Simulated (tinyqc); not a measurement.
Inside a calculation: tunnelling through a thin dielectric with one trap, as a tight-binding chain. Values are carried at full precision from step to step, so a last printed digit may differ when a step is redone from the rounded ones.

Hopping -t everywhere, t = c/(m a^2), c = hbar^2/2m0; lead sites at 2t (band bottom 0), barrier sites 1 to N at 2t + phi, and site j has U besides. No voltage. Leads give S = -t exp(ika) on sites 1 and N, cos(ka) = 1 - E/(2t). T = (2 t sin(ka))^2 |G_1N|^2, G = (E - H - S)^-1. In the barrier cosh(q a) = 1 + (phi - E)/(2t).

Constants: hbar^2/2m0 = 3.80998211 eV angstrom^2; hbar = 6.58211957e-16 eV s.

Values chosen for the exercise (barrier and mass of the size used for Al2O3 on silicon; shifted at random, so the results belong to these values and not to a real crystal):

| symbol | value | unit | meaning |
|---|---|---|---|
| a | 3 | angstrom | site spacing |
| m | 0.28 | m0 | mass, the same in leads and barrier |
| phi | 2.03 | eV | conduction edge of the barrier above that of the leads |
| U | -2.39 | eV | extra energy on the trap site |
| E | 0.62 | eV | electron energy |
| N | 7 |  | barrier sites |
| j | 5 |  | site of the trap |

## Scales

Form t, ka, q a, and the level of the trap in an endless barrier, Eb = phi + 2t - sqrt(4 t^2 + U^2).

t = 1.5119 eV
ka = 0.65186 rad
q a = 0.93165
Eb = 1.1995 eV

## The matrix E - H - S

Fill it in.

E - H - S (eV):
```
                 1        2        3        4        5        6
1  -3.2319+0.9172i   1.5119   0.0000   0.0000   0.0000   0.0000
2           1.5119  -4.4338   1.5119   0.0000   0.0000   0.0000
3           0.0000   1.5119  -4.4338   1.5119   0.0000   0.0000
4           0.0000   0.0000   1.5119  -4.4338   1.5119   0.0000
5           0.0000   0.0000   0.0000   1.5119  -2.0438   1.5119
6           0.0000   0.0000   0.0000   0.0000   1.5119  -4.4338
7           0.0000   0.0000   0.0000   0.0000   0.0000   1.5119

                 7
1           0.0000
2           0.0000
3           0.0000
4           0.0000
5           0.0000
6           1.5119
7  -3.2319+0.9172i
```

## Transmission

Invert the matrix; T = (2 t sin(ka))^2 |G_1N|^2.

first row of G (1/eV): -0.3389-0.1182i  -0.1347-0.04702i  -0.05602-0.01972i  -0.02962-0.01081i  -0.03084-0.01198i  -0.01207-0.005386i  -0.004565-0.003815i

T = 0.0001191

Without the trap T is 8.13e-06: the trap changes it by a factor 14.6 at this energy.

## The resonance

Resonance: the lowest eigenvalue of H + S(E), iterated until its real part equals E (40 rounds from Eb = phi + 2t - sqrt(4t^2 + U^2), the level in an endless barrier). With v the normalised squared amplitudes of that state, Gamma_L = 2 t sin(ka) v_1, Gamma_R = 2 t sin(ka) v_N; Breit-Wigner T = Gamma_L Gamma_R/((E - Er)^2 + (Gamma_L + Gamma_R)^2/4).

Find Er, the two widths, the peak height 4 Gamma_L Gamma_R/(Gamma_L + Gamma_R)^2 and the escape time hbar/(Gamma_L + Gamma_R).

Er = 1.2116 eV

widths (meV): left 4.375, right 79.11

peak height = 0.1986
escape time = 7.88 fs

squared amplitudes: 0.0018  0.0079  0.0349  0.1490  0.6309  0.1428  0.0327

The nearby leads move the level 12.1 meV above its value in an endless barrier. The trap is closer to the right lead, which takes 94.8 % of the escapes.

## Checks

- T at Er from the chain against the Breit-Wigner peak: 0.198 against 0.199.
- T without trap against the closed form for a lattice barrier: both 8.132e-06.

Program tinyqc; command `OMP_NUM_THREADS=1 python tinyqc.py 1480538 1480539 out.jsonl`; about 0.08 s on one thread of a shared Intel(R) Xeon(R) Processor @ 2.30GHz.
